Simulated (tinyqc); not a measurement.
## Implanted layer, carriers, mobility and sheet resistance with incomplete ionisation: effect of the peak chemical concentration

A p-type layer from the surface x = 0 to the junction xj, N(x) = N0 exp(-(x - Rp)^2/(2 sg^2)). Local neutrality (no depletion at surface or junction, no spilling of carriers), intrinsic carriers neglected, Boltzmann statistics.

xj = Rp + sg sqrt(2 ln(N0/Nb)). Active dopant A = min(N, Ns); p solves p (p + Nb)/(A - Nb - p) = K, K = (NB/gd) exp(-E/Vt), E = max(Ei - ks A^(1/3), 0), so p = 2 K (A - Nb)/[Nb + K + sqrt((Nb + K)^2 + 4 K (A - Nb))]; mobility mu = m1 + (m2 (T/300 K)^(-bt) - m1)/(1 + ((A + Nb)/Nr)^am). Dose = integral of N, carrier sheet density = integral of p, 1/Rs = q integral of p mu, mean mobility 1/(q Rs sheet density), Hall mobility (unit Hall factor) = integral of p mu^2 over integral of p mu, Hall sheet density = (integral of p mu)^2/integral of p mu^2; all from 0 to xj. Integrals on 4000 steps.

Parameters, values chosen for the exercise; values close to those of indium in silicon over an n-type background: temperature T = 400 K; background doping of the opposite type Nb = 3.9e14 cm^-3; mobility limit at high doping m1 = 44.1 cm^2/(V s); mobility limit at low doping, at 300 K m2 = 485 cm^2/(V s); reference doping of the mobility law Nr = 2.17e17 cm^-3; exponent of the mobility law am = 0.734; temperature exponent of m2 bt = 2.1; solubility limit of active dopant Ns = 2.02e18 cm^-3; valence-band density of states at T NB = 4.05e19 cm^-3; ionisation energy in the dilute limit Ei = 0.156 eV; degeneracy factor of the level gd = 4; lowering of Ei per N^(1/3) ks = 0 eV cm; straggle after annealing sg = 140 nm; projected range Rp = 170 nm.

Constants: q = 1.602176634e-19 C, kB = 1.380649e-23 J/K, Vt = kB T/q. Results are converted to the units shown.

Effect of the peak chemical concentration:
columns A: N0 (cm^-3); B: xj (nm); C: dose (cm^-2); D: carriers (cm^-2); E: Rs (ohm/square); F: mean mobility (cm^2/(V s)); G: Rs xj (ohm nm); H: Hall/true sheet density
```
A           B         C         D        E      F        G       H
3.9e15  470.4  1.193e11  9.825e10  2.492e5  255.0  1.172e8   1.000
8.5e15  517.6  2.628e11  2.296e11  1.093e5  248.8  5.656e7  0.9998
1.9e16  560.3  5.901e11  5.082e11  5.153e4  238.3  2.887e7  0.9994
4e16    596.0  1.244e12  9.988e11  2.795e4  223.6  1.666e7  0.9983
8.8e16  630.9  2.740e12  1.921e12  1.610e4  201.9  1.016e7  0.9951
1.9e17  662.5  5.917e12  3.432e12  1.036e4  175.5  6.865e6  0.9881
4.2e17  693.2  1.308e13  5.928e12     7212  146.0  4.999e6  0.9742
9.2e17  721.7  2.866e13  9.767e12     5392  118.5  3.891e6  0.9533
2e18    748.7  6.230e13  1.554e13     4186  95.95  3.134e6  0.9297
```

As N0 goes from 3.9e15 to 2e18, xj rises from 470 to 749 nm, Rs falls from 2.49e5 to 4190 ohm/square, the mean mobility falls from 255 to 96.0 cm^2/(V s) and the share of the dose that conducts goes from 82.3 through a maximum of 87.3 (at N0 = 8.5e15 among the rows listed) to 24.9 %. Rs goes as dose^(-1.04) at the low end and dose^(-0.33) at the high end; constant mobility and activation would give -1.

tinyqc, about 0.01 s, one thread, Intel Xeon 2.30GHz (shared host): `OMP_NUM_THREADS=1 python tinyqc.py 2110064 2110065 out.jsonl`
